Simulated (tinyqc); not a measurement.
Thin film between two gates, subbands and threshold shift from confinement: two steps of the calculation.

Undoped body with a flat potential across it, hard walls, transport along x. One isotropic valley (g = 1, mx = my = mz = me). Non-parabolicity enters the subband edges through E (1 + al E) = gamma, so E = 2 gamma/(1 + sqrt(1 + 4 al gamma)); motion within a subband is taken as parabolic with the band-edge mass. Energies are counted from the bulk band edge.

Inputs (values chosen for the exercise); masses close to those of GaN:

| symbol | value | unit | meaning |
|---|---|---|---|
| T | 300 | K | temperature |
| me | 0.198 | m0 | mass at the band edge |
| al | 0.2 | 1/eV | non-parabolicity |
| t | 8.1 | nm | film thickness (along z) |
| dl | 0 | nm | widening of the box by penetration into the insulator |

Constants: q = 1.602176634e-19 C, kB = 1.380649e-23 J/K, hbar = 1.054571817e-34 J s, m0 = 9.1093837015e-31 kg, Vt = kB T/q, hbar^2/(2 m0) = 0.0380998212 eV nm^2. Results are converted to the units shown.

Task 1. Lowest subbands. gamma = C (pi k/(t + dl))^2/mz, C = hbar^2/(2 m0). List the 5 lowest, labelled by quantum numbers, with degeneracy g and N_k: N_k = g sqrt(mx my) m0 kB T/(pi hbar^2).

Find: E_k; g; N_k.

Result 1.

```
subband,E_k (eV),g,N_k (cm^-2)
1,0.02878,1,2.138e12
2,0.1132,1,2.138e12
3,0.2482,1,2.138e12
4,0.4267,1,2.138e12
5,0.6414,1,2.138e12
```

Task 2. Threshold shift. Each subband has N_k = g sqrt(mx my) m0 kB T/(pi hbar^2); without degeneracy n = exp(EF/Vt) sum N_k exp(-E_k/Vt). Classical value Nc times t, Nc = sum over valleys of 2 g (m m0 kB T/(2 pi hbar^2))^1.5 with m = (mx my mz)^(1/3). Threshold shift dVT = Vt ln(classical value/sum N_k exp(-E_k/Vt)). Use the subbands listed.

```
subband,E_k (eV),N_k (cm^-2)
1,0.028780266,2.1382404e12
2,0.11321995,2.1382404e12
3,0.24819335,2.1382404e12
4,0.42671729,2.1382404e12
5,0.64137562,2.1382404e12
```

Find: shares; sum N_k exp(-E_k/Vt); Nc; classical value; dVT.

Result 2.

shares, subband 1 to 5 (%): [96.306, 3.674, 0.020, 0.000, 0.000]
sum N_k exp(-E_k/Vt) = 7.2931e11 cm^-2
Nc = 2.2109e18 cm^-3
classical value = 1.7908e12 cm^-2
dVT = 23.224 mV

Numbers from tinyqc (`OMP_NUM_THREADS=1 python tinyqc.py 2350173 2350174 out.jsonl`; about 0.04 s on one thread of a shared Intel Xeon 2.30GHz).
